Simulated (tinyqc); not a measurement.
Global model of a low-pressure process discharge: electron temperature, density, ion flux and ion energy: one step, computed by the program tinyqc. Command: `OMP_NUM_THREADS=1 python tinyqc.py 3110737 3110738 out.jsonl plasma walk`. One thread of a shared host (Intel(R) Xeon(R) Processor @ 2.30GHz), about 0.01 s of CPU time with the checks.

Maxwellian electrons with temperature T_e in eV, one positive ion, no negative ions, uniform bulk density n; rate constants have the Arrhenius form.

Task: Biased electrode. All bias power goes to ions: V_b = P_b/(J pi r^2). Debye length at the sheath edge lambda_D = sqrt(eps_0 T_e/(e h_L n)); Child-law sheath s = (sqrt2/3) lambda_D (2 V/T_e)^(3/4), V = V_b + V_s; ion transit time tau_i = 3 s sqrt(M/(2 e V)); collisions in the sheath s/lambda_i.

Inputs (values chosen for the exercise, of the order of those of an inductive discharge in a simple atomic gas):
```
quantity,value,unit
ion mass M,40,u
gas temperature T_g,400,K
bias power P_b,420,W
radius of the biased electrode,10,cm
bias frequency,60,MHz
```

ion current density J = 12.51449 mA/cm^2

T_e = 1.608562 eV

h_L = 0.1671217

plasma density n = 2.372740e+12 1/cm^3

wall potential V_s = 7.527413 V

ion mean free path = 0.4045858 cm

Constants: eps_0 = 8.8541878128e-12 F/m; e = 1.602176634e-19 C; u = 1.6605390666e-27 kg.

Give: bias voltage V_b; lambda_D; sheath width s; ion transit time; transit time over bias period; s/lambda_i.

Result:

bias voltage V_b = 106.8 V

lambda_D = 14.97 micrometre

sheath width s = 0.2906 mm

ion transit time = 37.12 ns

transit time over bias period = 2.227

s/lambda_i = 0.07183

The sheath is nearly free of collisions.
